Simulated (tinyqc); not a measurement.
Sheet resistance of a shallow doped layer with concentration-dependent mobility and limited activation: one step, computed by the program tinyqc.

A layer of one dopant lies in a background of the opposite type. Current flows parallel to the surface down to the junction; depletion is ignored.

Question. Active limit and depths. C(x) = C_s erfc(x/l). Temperatures in kelvin are T(C) + 273.15. Active limit C_a = prefactor x exp(-energy/(k_B T)); the junction lies where C = C_B, and the profile exceeds C_a down to x_a (zero if C_s is below C_a). Slope at the junction in nm per decade = ln(10) C/|dC/dx|.

Inputs (values chosen for the exercise, modelled on arsenic in silicon):
```
quantity,value,unit
surface concentration C_s,1.3e+20,1/cm^3
length l,140,nm
background C_B,2.4e+18,1/cm^3
prefactor of the active limit,2.2e+22,1/cm^3
energy of the active limit,0.464,eV
anneal temperature T,900,C
```

Profile: erfc.

Constants: k_B = 8.617333262e-05 eV/K.

Give: active limit C_a; junction depth x_j; depth x_a; abruptness at the junction.

Answer.

active limit C_a = 2.2341e+20 1/cm^3

junction depth x_j = 233.25 nm

depth x_a = 0 nm

abruptness at the junction = 84.668 nm/decade
